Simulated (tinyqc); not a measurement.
Stoner model of a band ferromagnet: one step. The paramagnetic state and the Stoner criterion. Three cases, with inputs chosen for the exercise.

Question. Find EF from nd/2 states per spin, D(EF) and the product I D(EF); below 1 the susceptibility is enhanced by 1/(1 - I D).

Density of states per atom and spin: flat with a rise to the top, D(e) = (M/W) [1 - sp + 4 sp (e/W + 1/2)^3]. Levels e -/+ I m/2 for up and down spin, m = n_up - n_down, n_up + n_down = nd. At zero temperature e(N) is the energy below which N states lie, and E(m) = sum over spins of integral e D de - I m^2/4.

Give: EF; D(EF); I D(EF).

Case 1.

Values chosen:
- W = 4.4 eV (band width, e from -W/2 to W/2)
- M = 5 (states per atom and spin)
- nd = 9.19 (electrons per atom)
- sp = 0.61 (shape parameter)
- I = 0.4 eV (Stoner parameter)

Answer.

EF = 2.0691 eV
D(EF) = 2.9758 1/eV
I D(EF) = 1.1903

Case 2.

Values chosen:
- W = 4.1 eV (band width, e from -W/2 to W/2)
- M = 5 (states per atom and spin)
- nd = 7.23 (electrons per atom)
- sp = 0.56 (shape parameter)
- I = 0.48 eV (Stoner parameter)

Answer.

EF = 1.5579 eV
D(EF) = 2.3981 1/eV
I D(EF) = 1.1511

Case 3.

Values chosen:
- W = 4.3 eV (band width, e from -W/2 to W/2)
- M = 5 (states per atom and spin)
- nd = 9.28 (electrons per atom)
- sp = 0.47 (shape parameter)
- I = 0.45 eV (Stoner parameter)

Answer.

EF = 2.0168 eV
D(EF) = 2.6054 1/eV
I D(EF) = 1.1724

The paramagnet is unstable.

Computed by tinyqc, one run a case: `OMP_NUM_THREADS=1 python tinyqc.py N N+1 out.jsonl` with N = 1680219, 1680645, 1680872; one thread of a shared Intel(R) Xeon(R) Processor @ 2.30GHz, about 0.4 s a run at most.
